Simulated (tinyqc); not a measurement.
Single-junction solar cell, detailed-balance limit: where the incident power goes.

Every photon above the gap Eg makes one pair and none below is absorbed; carriers thermalise at T and move without loss. Jsc = q fs X Phi(Eg, Ts); the dark current is J0 = q ge Phi(Eg, T)/ERE with the Boltzmann factor exp(V/Vt). The efficiency is the electrical power over fs X sigma Ts^4.

Photon flux above E from a black body at temperature T into a hemisphere: Phi(E, T) = A sum_k exp(-k E/th)[E^2 th/k + 2 E th^2/k^2 + 2 th^3/k^3], k = 1, 2, ..., with th = kB T/q in eV and A = 2 pi q^3/(h^3 c^2). J(V) = Jsc - J0 (exp(V/Vt) - 1); Voc = Vt ln(1 + Jsc/J0); at maximum power v = Vmp/Vt solves (1 + v) exp(v) = 1 + Jsc/J0. Pin = fs X sigma Ts^4, sigma = 2 pi^5 kB^4/(15 h^3 c^2). Power above the gap Pg = fs X A q sum_k exp(-k Eg/th)[Eg^3 a + 3 Eg^2 a^2 + 6 Eg a^3 + 6 a^4], a = th/k at Ts. Shares: Pin - Pg; Pg - Jsc Eg/q; Jsc (Eg/q - Voc); Jsc (Voc - Vmp); (Jsc - Jmp) Vmp; Jmp Vmp.

Inputs (values chosen for the exercise):
```
symbol    value  unit                                    meaning
T           350     K                           cell temperature
Ts         7000     K          temperature of the black-body sun
fs      2.16e-5        share of the hemisphere filled by the sun
X             1                                    concentration
ERE      0.0001                    external radiative efficiency
ge            1                        number of faces that emit
Eg         2.13    eV                                   band gap
```

Constants: q = 1.602176634e-19 C, kB = 1.380649e-23 J/K, h = 6.62607015e-34 J s, c = 299792458 m/s, Vt = kB T/q. Results are converted to the units shown.

Shares of Pin:
```
	share (%)
below the gap	50.58
thermalisation	14.76
Eg/q to Voc	9.796
Voc to Vmp	1.898
Jsc to Jmp	0.4805
output	22.49
```

What do the numbers show?

The six shares add up to 100 %. The largest loss is "below the gap" with 50.6 %. The two spectral losses take 65.3 % together, more below the gap than by thermalisation: a smaller gap would shift the balance.

tinyqc, about 0.01 s, one thread, Intel Xeon 2.30GHz (shared host): `OMP_NUM_THREADS=1 python tinyqc.py 2820039 2820040 out.jsonl`
